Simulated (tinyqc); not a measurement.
Two-junction solar cell, detailed-balance limit: one step of the calculation.

The top cell takes all photons above E1, the bottom cell those between E2 and E1. Each cell follows J = Jsc - J0 (exp(V/Vt) - 1) with J0 = q ge Phi(gap, T)/ERE; light emitted by one cell and absorbed by the other is left out. In series both carry one current; wired apart (four terminals) each works at its own maximum power point. Efficiencies are counted against Pin = fs X sigma Ts^4.

Question. Photocurrents and dark currents. Photon flux above E from a black body at temperature T into a hemisphere: Phi(E, T) = A sum_k exp(-k E/th)[E^2 th/k + 2 E th^2/k^2 + 2 th^3/k^3], k = 1, 2, ..., with th = kB T/q in eV and A = 2 pi q^3/(h^3 c^2). J1 = q fs X Phi(E1, Ts), J2 = q fs X [Phi(E2, Ts) - Phi(E1, Ts)], J01 and J02 as above; sigma = 2 pi^5 kB^4/(15 h^3 c^2).

Values chosen for this exercise: cell temperature T = 320 K; temperature of the black-body sun Ts = 7000 K; share of the hemisphere filled by the sun fs = 2.16e-5; concentration X = 1; external radiative efficiency ERE = 0.1; number of faces that emit ge = 1; gap of the bottom cell E2 = 0.85 eV; gap of the top cell E1 = 1.81 eV.

Constants: q = 1.602176634e-19 C, kB = 1.380649e-23 J/K, h = 6.62607015e-34 J s, c = 299792458 m/s. Results are converted to the units shown.

Give: J1; J2; J01; J02; Pin.

Answer.

J1 = 64.72 mA/cm^2
J2 = 70.21 mA/cm^2
J01 = 4.597e-22 mA/cm^2
J02 = 1.381e-7 mA/cm^2
Pin = 294.1 mW/cm^2

The top cell limits the series current; the other has 8.5 % more.

Computed by the program tinyqc: `OMP_NUM_THREADS=1 python tinyqc.py 2820105 2820106 out.jsonl`, one thread of a shared Intel Xeon 2.30GHz, about 0.01 s for the whole run.
